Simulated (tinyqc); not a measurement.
Metal-interlayer-semiconductor contact, depinning against tunnelling resistance: two steps of the calculation.

Zero bias, n-type semiconductor. Gap states at the semiconductor surface thin out as exp(-be ti), which unpins the barrier; electrons must then cross the interlayer (a rectangular barrier, no voltage drop across it) and the parabolic depleted layer, both by WKB. Energies E are counted from the Fermi level; no image force, parabolic bands.

Inputs (values chosen for the exercise); semiconductor values close to those of gallium nitride; interlayer mass of the order of that in silicon dioxide, offset chosen freely:
```
symbol,value,unit,meaning
T,300,K,temperature
Eg,3.36,eV,band gap
eps_r,9.42,,relative permittivity
chi,4.24,eV,electron affinity
Nc,2.3e18,cm^-3,conduction-band density of states at T
mt,0.2,m0,tunnelling mass in the semiconductor
mA,0.195,m0,Richardson mass
Nd,1.7e18,cm^-3,donor density
E0,2.3,eV,charge-neutrality level above the valence band
S0,0.6,,pinning factor without interlayer
phiM,4.42,eV,metal work function
ti,0.4,nm,interlayer thickness
dE,3.12,eV,conduction-band offset of the interlayer above the semiconductor
mi,0.46,m0,tunnelling mass in the interlayer
be,4,1/nm,decay constant of gap states through the interlayer
```

Constants: q = 1.602176634e-19 C, kB = 1.380649e-23 J/K, eps0 = 8.8541878128e-12 F/m, hbar = 1.054571817e-34 J s, h = 6.62607015e-34 J s, m0 = 9.1093837015e-31 kg, Vt = kB T/q, hbar^2/(2 m0) = 0.0380998212 eV nm^2. Results are converted to the units shown.

Task 1. Pinning, barrier and scales. S = 1/(1 + (1/S0 - 1) exp(-be ti)); phiB = S (phiM - chi) + (1 - S)(Eg - E0); xi = Ec - EF deep inside, from Nd = Nc F(-xi/Vt), F(x) = (2/sqrt(pi)) int_0^infinity sqrt(u) du/(1 + exp(u - x)); band bending U = phiB - xi; E00 = (hbar/2) sqrt(Nd/(eps0 eps_r mt m0)) in volts; A = 4 pi q mA m0 kB^2/h^3.

Find: S; phiB; xi; U; E00; A.

Result 1.

S = 0.8814
phiB = 0.2844 eV
xi = 0.001127 eV
U = 0.2833 eV
E00 = 0.01764 eV
A = 23.43 A/(cm^2 K^2)

Task 2. Exponents and integrand on an energy grid. With U = phiB - xi: for xi < E < phiB, y = (E - xi)/U and G1 = (U/E00) [sqrt(1 - y) - y ln((1 + sqrt(1 - y))/sqrt(y))], G1 = 0 above phiB; G2 = 2 ti sqrt(mi max(phiB + dE - E, 0)/C), C = hbar^2/(2 m0); f = 1/(1 + exp(E/Vt)); integrand exp(-G1 - G2) f.

E, point 0 to 13 (eV): 0.01  0.03923  0.06846  0.09769  0.12692  0.15615  0.18538  0.21462  0.24385  0.27308  0.30231  0.33154  0.36077  0.39
phiB = 0.28439468 eV
xi = 0.0011272631 eV
E00 = 0.017636456 eV

Give: G1; G2; f; integrand.

Result 2.

```
point     G1     G2         f  integrand (1e-7)
0      14.59  5.121    0.4045             0.011
1      11.35  5.099    0.1798             0.129
2       8.88  5.077   0.06610             0.571
3       6.84  5.055   0.02234             1.526
4       5.11  5.032  0.007322             2.892
5       3.63  5.010  0.002376             4.181
6       2.40  4.987  7.681e-4             4.771
7       1.38  4.965  2.480e-4             4.349
8       0.60  4.942  8.007e-5             3.146
9       0.09  4.919  2.585e-5             1.733
10      0.00  4.896  8.345e-6             0.624
11      0.00  4.873  2.694e-6             0.206
12      0.00  4.850  8.696e-7             0.068
13      0.00  4.826  2.807e-7             0.023
```

Program tinyqc, `OMP_NUM_THREADS=1 python tinyqc.py 2270088 2270089 out.jsonl`; Intel Xeon 2.30GHz, shared host, one thread, about 0.02 s.
